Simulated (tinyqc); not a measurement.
Hexagonal on-chip spiral inductor, lumped pi model: two steps of the calculation.

Outer diameter do = di + 2 n wd + 2 (n - 1) sp, mean da = (do + di)/2, fill p = (do - di)/(do + di), length l = 3.464 n da. L = 2.33 mu0 n^2 da/(1 + 3.82 p), mu0 = 4 pi 1e-7 H/m. Rs = rho l/(wd delta (1 - exp(-th/delta))), delta = sqrt(rho/(pi f mu0)). Cs = n wd^2 eps0 eo/hu across the coil. At each end Cox = l wd eps0 eo/(2 ho) leads to the substrate branch Rsi = 2 rs he/(l wd) in parallel with Csi = l wd eps0 11.7/(2 he). With one end grounded Y = 1/(Rs + i w L) + i w Cs + 1/[1/(i w Cox) + 1/(1/Rsi + i w Csi)], w = 2 pi f; Q = -Im Y/Re Y. Eddy currents in neighbouring turns and in the substrate are left out.

Values chosen for this exercise; values of the order met in silicon radio-frequency processes:
```
symbol,value,unit,meaning
n,2.5,,number of turns
wd,4,um,line width
sp,1.5,um,space between turns
di,40,um,inner diameter
th,3.4,um,metal thickness
rho,1.9,uohm cm,metal resistivity
ho,5.9,um,oxide below the coil
hu,0.7,um,oxide between coil and underpass
eo,3,,relative permittivity of the oxide
rs,10,ohm cm,substrate resistivity
he,30,um,effective spreading depth in the substrate
f,8,GHz,frequency
```

Constants: eps0 = 8.8541878128e-12 F/m. Results are converted to the units shown.

Question 1. Geometry and model elements. do, l, L, delta, Rs, Cs, Cox, Rsi and Csi as defined.

Give: do; l; L; delta; Rs; Cs; Cox; Rsi; Csi.

Answer 1.

do = 64.500 um
l = 452.49 um
L = 0.50441 nH
delta = 0.77563 um
Rs = 2.8061 ohm
Cs = 1.5179 fF
Cox = 4.0743 fF
Rsi = 3315.0 ohm
Csi = 3.1250 fF

Question 2. Admittance, quality factor and apparent inductance. Series branch 1/(Rs + i w L), substrate branch, total Y, Q = -Im Y/Re Y, apparent inductance Im(1/Y)/w, metal-only value w L/Rs, share of the loss in the substrate Re(substrate branch)/Re Y.

L = 0.50441249 nH
Rs = 2.8060818 ohm
Cs = 1.5178608 fF
Cox = 4.0742920 fF
Rsi = 3315.0270 ohm
Csi = 3.1249820 fF

Find: series branch; substrate branch; Y; Q; apparent inductance; w L/Rs; share of the loss in the substrate.

Answer 2.

series branch = 4.312-38.963i mS
substrate branch = 0.05700+0.13641i mS
Y = 4.369-38.751i mS
Q = 8.8690
apparent inductance = 0.50695 nH
w L/Rs = 9.0356
share of the loss in the substrate = 1.3047 %

Q is 98.2 % of the metal-only value.

Numbers from tinyqc (`OMP_NUM_THREADS=1 python tinyqc.py 2302008 2302009 out.jsonl`; about 0.01 s on one thread of a shared Intel Xeon 2.30GHz).
